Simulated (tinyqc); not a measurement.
Inside a calculation. Method: tight binding, honeycomb lattice. Computed by tinyqc, a small Python program that keeps every step. Settings: t1 = 2.46, t2 = 0, phi = 1.57, delta = 2.39, points = 5. Command: `OMP_NUM_THREADS=1 python tinyqc.py 30629 30630 out.jsonl` (the two numbers bound the seeds that draw the settings). One thread of a shared host (Intel(R) Xeon(R) Processor @ 2.60GHz), about 0.01 s of CPU time with the checks.

## Bloch Hamiltonian at k

Parameters chosen for this model:
```
parameter,value,unit
t1,2.460000,"eV, nearest"
t2,0,"eV, second neighbours"
phi,1.570000,"rad, phase of t2 (Haldane)"
delta,2.390000,"eV, +/- on A and B"
```

k point k (fractions of the reciprocal vectors): 0.000000  0.020000

H_AB = -t1 (1 + exp(-i k.a1) + exp(-i k.a2)); H_AA = delta - 2 t2 sum cos(k.b + phi), H_BB = -delta - 2 t2 sum cos(k.b - phi), b = a1, a2 - a1, -a2.

H(k) at k (eV):
```
,A,B
A,2.390000,-7.360602+0.308320i
B,-7.360602-0.308320i,-2.390000
```

## Levels at k

Diagonalise the Hermitian matrix.

eigenvalues (eV): -7.745039  7.745039

weights |c|^2 of the basis functions:
```
,band 1,band 2
A,0.345708,0.654292
B,0.654292,0.345708
```

## Bloch Hamiltonian at K

k point K (fractions of the reciprocal vectors): 0.333333  0.666667

As before.

H(k) at K (eV):
```
,A,B
A,2.390000,0.000000
B,0.000000,-2.390000
```

## Levels at K

As before.

eigenvalues (eV): -2.390000  2.390000

weights |c|^2 of the basis functions:
```
,band 1,band 2
A,0.000000,1.000000
B,1.000000,0.000000
```

## Bands along a path

The same steps at evenly spaced points between the labelled ones.

Bands along the path (eV):
```
k,band 1,band 2
G,-7.757351,7.757351
G-K 0.25,-7.133152,7.133152
G-K 0.50,-5.469781,5.469781
G-K 0.75,-3.429825,3.429825
K,-2.390000,2.390000
K-M 0.25,-2.598151,2.598151
K-M 0.50,-2.992514,2.992514
K-M 0.75,-3.311645,3.311645
M,-3.429825,3.429825
M-K' 0.25,-3.311645,3.311645
M-K' 0.50,-2.992514,2.992514
M-K' 0.75,-2.598151,2.598151
K',-2.390000,2.390000
```

With 1 band(s) filled, the highest filled level on these points lies at K and the lowest empty one at K: a gap of 4.7800 eV, direct.

## Chern number of the lower band

On a 5 x 5 mesh, the phase of the product of overlaps around each plaquette (k1 then k2); the sum over 2 pi is an integer.

plaquette phases (rad):
```
,1,2,3,4,5
1,0.000000,-0.071035,-0.137609,0.089094,0.041795
2,0.071035,0.000000,-0.323246,-0.277351,0.089094
3,0.137609,0.323246,0.000000,-0.323246,-0.137609
4,-0.089094,0.277351,0.323246,0.000000,-0.071035
5,-0.041795,-0.089094,0.137609,0.071035,0.000000
```

Chern number = 0.000000
